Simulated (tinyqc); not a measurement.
Abrupt p-n junction, non-linear Poisson equation by Newton steps: one step of the calculation.

One dimension, p side on the left, n side on the right; net doping C = -Na for x < 0 and +Nd for x > 0. The potential psi is counted from the intrinsic level, and the quasi-Fermi potentials are flat: 0 for holes and -V for electrons, so n = ni exp((psi + V)/Vt) and p = ni exp(-psi/Vt) (Boltzmann statistics, full ionisation, no current).

Problem. Converged densities, field and charge. n and p as above; field E_i = -(psi_(i+1) - psi_i)/h_i on each interval; charge on either side of the peak Q = eps0 eps_r |E|max (Gauss).

Inputs (values chosen for the exercise); band and dielectric values those of a made-up semiconductor: temperature T = 300 K; relative permittivity eps_r = 11.9; bias of the p side against the n side V = 0 V.

Constants: q = 1.602176634e-19 C, kB = 1.380649e-23 J/K, Vt = kB T/q, eps0 = 8.8541878128e-14 F/cm where lengths are in cm. Results are converted to the units shown.

```
node  x (nm)  converged psi (V)  net doping C (cm^-3)
0       -224        -0.45610365               -3.8e16
1       -168        -0.45600796               -3.8e16
2       -120        -0.45539308               -3.8e16
3      -78.6        -0.45196362               -3.8e16
4      -43.3        -0.43746404               -3.8e16
5        -13        -0.39551576               -3.8e16
6         13        -0.32128832                3.6e15
7       49.5        -0.22368659                3.6e15
8        101        -0.09839532                3.6e15
9        172         0.05053035                3.6e15
10       273         0.21483392                3.6e15
11       414         0.35090085                3.6e15
12       613         0.39114976                3.6e15
13       891         0.39499007                3.6e15
14      1280         0.39517948                3.6e15
```

ni = 8.2714086e8 cm^-3

Give: n; p; field E; peak |E|; charge Q.

Solution.

```
node  n (cm^-3)  p (cm^-3)
0         18.00   3.800e16
1         18.07   3.786e16
2         18.51   3.697e16
3         21.13   3.238e16
4         37.03   1.848e16
5         187.6   3.647e15
6          3313   2.065e14
7       1.445e5   4.735e12
8       1.839e7   3.720e10
9       5.841e9    1.171e8
10     3.362e12    2.035e5
11     6.493e14       1054
12     3.080e15      222.1
13     3.574e15      191.4
14     3.600e15      190.0
```

field E, interval 0 to 13 (kV/cm): [-0.02, -0.13, -0.83, -4.11, -13.84, -28.55, -26.74, -24.33, -20.98, -16.27, -9.65, -2.02, -0.14, 0.00]
peak |E| = 28.55 kV/cm
charge Q = 30.08 nC/cm^2

Computed by the program tinyqc: `OMP_NUM_THREADS=1 python tinyqc.py 2000136 2000137 out.jsonl`, one thread of a shared Intel Xeon 2.30GHz, about 0.03 s for the whole run.
